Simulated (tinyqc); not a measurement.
From results back to parameters: Koster-Slater impurity in an sp3s* host.

Problem. In the Koster-Slater model a defect shifts the s level of its site by Vs and the p levels by Vp; an A1 level solves 1/Vs = G_s(E) and a T2 level 1/Vp = G_p(E), E from the top of the valence band. A defect has an A1 level at E = 0.2921 eV, one of the energies of the table, and a T2 level at 0.8762 eV.

G(E) of the host (1/eV):
```
E (eV)         G_s         G_p
0.0000  -0.0709845   0.1033980
0.1460  -0.0837355   0.0652789
0.2921  -0.0983343   0.0374979
0.4381  -0.1154835   0.0128142
0.5841  -0.1362641  -0.0114524
0.7301  -0.1625060  -0.0374276
0.8762  -0.1977425  -0.0681025
1.0222  -0.2505576  -0.1102706
1.1682  -0.3609506  -0.1991564
```

Find: Vs, Vp.

Solution. Read G_s and G_p at the two energies and invert them. Vs is attractive and pulls its level down from the conduction bands. Vp is attractive and pulls its level down from the conduction bands.

Vs, Vp (eV): -10.2  -14.7

Computed by tinyqc, a small Python program: `OMP_NUM_THREADS=1 python tinyqc.py 1480380 1480381 out.jsonl` (the numbers bound the seed that draws the inputs); one thread of a shared host (Intel(R) Xeon(R) Processor @ 2.30GHz), about 0.01 s for the whole set of steps.
